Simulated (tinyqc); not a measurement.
Tunnelling through a gate dielectric, WKB transmission and Tsu-Esaki current: one step of the calculation.

Electrons leave the emitter at x = 0. Energies E (motion across the layers) are in eV from the emitter Fermi level; the collector Fermi level lies at -V and offers states at every E. No charge in the dielectric and no image force: F1 = V/t1, U = phi1 - F1 x. With C = hbar^2/(2 m0), kappa = sqrt(m (U - E)/C) where U > E and 0 elsewhere; T(E) = exp(-S), S = 2 times the integral of kappa over x.

Task. WKB exponent in closed form. Each layer adds (2/F) sqrt(m/C) [G(u at its left edge) - G(u at its right edge)] to S, with u = U - E (0 where negative) and G(u) = (2/3) u^1.5. The slope follows from 1/d = -dS/dE.

Parameters, values chosen for the exercise; dielectric values close to those of aluminium oxide:
- phi1 = 2.7 eV (barrier of layer 1 above the emitter Fermi level at zero bias)
- m1 = 0.41 m0 (tunnelling mass of layer 1)
- t1 = 2 nm (thickness of layer 1)
- V = 1.1 V (voltage across the dielectric)
- E = 0 eV (energy of the electron followed)

Constants: q = 1.602176634e-19 C, hbar = 1.054571817e-34 J s, m0 = 9.1093837015e-31 kg, hbar^2/(2 m0) = 0.0380998212 eV nm^2. Results are converted to the units shown.

Give: S; T(E); energy d over which T(E) grows by a factor e.

Result.

S = 19.187
T(E) = 4.6468e-9
energy d over which T(E) grows by a factor e = 0.22162 eV

The midpoint rule gives S = 19.188, so its T(E) is 0.068 % below this value. The band edge stays above E through the whole stack: direct tunnelling through a trapezoid.

Program tinyqc, `OMP_NUM_THREADS=1 python tinyqc.py 2540029 2540030 out.jsonl`; Intel Xeon 2.30GHz, shared host, one thread, about 0.03 s.
